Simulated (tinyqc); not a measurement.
Charge neutrality level from zone-averaged pseudopotential bands: one step. The neutrality level. Four cases, with inputs chosen for the exercise.

Problem. Energies are counted from the valence top at Gamma. E_N = (1/2) weighted mean of [E5 + (E3 + E4)/2]. Compare with half the smallest indirect gap, min(Delta/X, L)/2, and give the barrier for electrons in the limit of full pinning, min(gaps) - E_N.

Case 1.

Levels (eV):
```
kx              ky        kz  weight         E3         E4        E5        E6
0.166667  0.166667  0.166667       2  -0.282880  -0.282880  3.434123  5.710988
0.500000  0.166667  0.166667       6  -1.529454  -1.324664  3.724033  5.602095
0.500000  0.500000  0.166667       6  -2.487324  -0.966648  3.937940  5.617350
0.500000  0.500000  0.500000       1  -0.913572  -0.913572  2.592130  5.442883
0.833333  0.166667  0.166667       6  -2.989554  -2.065631  2.741942  4.311255
0.833333  0.500000  0.166667       6  -3.413137  -2.157158  4.916692  5.130207
```

gaps to Gamma, Delta/X, L (eV): 2.623715  2.209545  2.592130

Case 2.

Levels (eV):
```
kx              ky        kz  weight         E3         E4        E5        E6
0.166667  0.166667  0.166667       2  -0.207707  -0.207707  1.867712  4.782124
0.500000  0.166667  0.166667       6  -1.187086  -0.979748  2.906493  4.239185
0.500000  0.500000  0.166667       6  -1.911334  -0.734724  2.847888  4.842098
0.500000  0.500000  0.500000       1  -0.702049  -0.702049  1.492810  4.959010
0.833333  0.166667  0.166667       6  -2.201828  -1.544395  2.446567  3.787725
0.833333  0.500000  0.166667       6  -2.525600  -1.588146  4.008395  4.414784
```

gaps to Gamma, Delta/X, L (eV): 0.416103  2.000550  1.492810

Case 3.

Levels (eV):
```
kx              ky        kz  weight         E3         E4        E5        E6
0.166667  0.166667  0.166667       2  -0.448982  -0.448982  2.899385  4.075494
0.500000  0.166667  0.166667       6  -2.073844  -1.833641  2.359007  4.559108
0.500000  0.500000  0.166667       6  -3.206585  -1.364946  2.907910  4.600788
0.500000  0.500000  0.500000       1  -1.283951  -1.283951  1.886725  3.938109
0.833333  0.166667  0.166667       6  -3.819688  -2.702825  1.320909  3.061633
0.833333  0.500000  0.166667       6  -4.211561  -2.900096  3.708642  4.108407
```

gaps to Gamma, Delta/X, L (eV): 3.371586  0.809959  1.886725

Case 4.

Levels (eV):
```
kx              ky        kz  weight         E3         E4        E5        E6
0.166667  0.166667  0.166667       2  -0.211987  -0.211987  1.877394  4.733107
0.500000  0.166667  0.166667       6  -1.208375  -0.993401  2.877643  4.215067
0.500000  0.500000  0.166667       6  -1.942579  -0.745524  2.824378  4.798251
0.500000  0.500000  0.500000       1  -0.711738  -0.711738  1.454810  4.928939
0.833333  0.166667  0.166667       6  -2.234848  -1.563228  2.398989  3.718559
0.833333  0.500000  0.166667       6  -2.565219  -1.610953  3.985284  4.370553
```

gaps to Gamma, Delta/X, L (eV): 0.454942  1.982456  1.454810

Give: mean of E5; mean of (E3 + E4)/2; E_N; half the indirect gap; pinned barrier for electrons.

Solution.

Case 1.

mean of E5 = 3.7550 eV
mean of (E3 + E4)/2 = -1.9363 eV
E_N = 0.9093 eV
half the indirect gap = 1.1048 eV
pinned barrier for electrons = 1.3002 eV

E_N lies at 41 % of the gap from the valence top, so pinned contacts have the lower barrier for holes. The two estimates differ by 0.20 eV; both rules are good to a few tenths of an eV only, so a position within that distance of a band edge or of mid-gap is not settled. Local form factors place the indirect gaps only to a few tenths of an eV, and E_N moves with them. Spin-orbit coupling, left out, would lift the valence top by a third of its splitting.

Case 2.

mean of E5 = 2.9068 eV
mean of (E3 + E4)/2 = -1.4495 eV
E_N = 0.7287 eV
half the indirect gap = 0.7464 eV
pinned barrier for electrons = -0.3126 eV

E_N lies above the conduction edge by 0.313 eV, since the narrow lowest valley has little weight in the zone mean; surfaces then accumulate electrons. The two estimates differ by 0.02 eV; both rules are good to a few tenths of an eV only, so a position within that distance of a band edge or of mid-gap is not settled. Local form factors place the indirect gaps only to a few tenths of an eV, and E_N moves with them. Spin-orbit coupling, left out, would lift the valence top by a third of its splitting.

Case 3.

mean of E5 = 2.5728 eV
mean of (E3 + E4)/2 = -2.5378 eV
E_N = 0.0175 eV
half the indirect gap = 0.4050 eV
pinned barrier for electrons = 0.7925 eV

E_N lies at 2 % of the gap from the valence top, so pinned contacts have the lower barrier for holes. The two estimates differ by 0.39 eV; both rules are good to a few tenths of an eV only, so a position within that distance of a band edge or of mid-gap is not settled. Local form factors place the indirect gaps only to a few tenths of an eV, and E_N moves with them. Spin-orbit coupling, left out, would lift the valence top by a third of its splitting.

Case 4.

mean of E5 = 2.8788 eV
mean of (E3 + E4)/2 = -1.4714 eV
E_N = 0.7037 eV
half the indirect gap = 0.7274 eV
pinned barrier for electrons = -0.2487 eV

E_N lies above the conduction edge by 0.249 eV, since the narrow lowest valley has little weight in the zone mean; surfaces then accumulate electrons. The two estimates differ by 0.02 eV; both rules are good to a few tenths of an eV only, so a position within that distance of a band edge or of mid-gap is not settled. Local form factors place the indirect gaps only to a few tenths of an eV, and E_N moves with them. Spin-orbit coupling, left out, would lift the valence top by a third of its splitting.

Computed by tinyqc, one run a case: `OMP_NUM_THREADS=1 python tinyqc.py N N+1 out.jsonl` with N = 1850468, 1850478, 1850497, 1850525; one thread of a shared Intel(R) Xeon(R) Processor @ 2.30GHz, about 0.1 s a run at most.
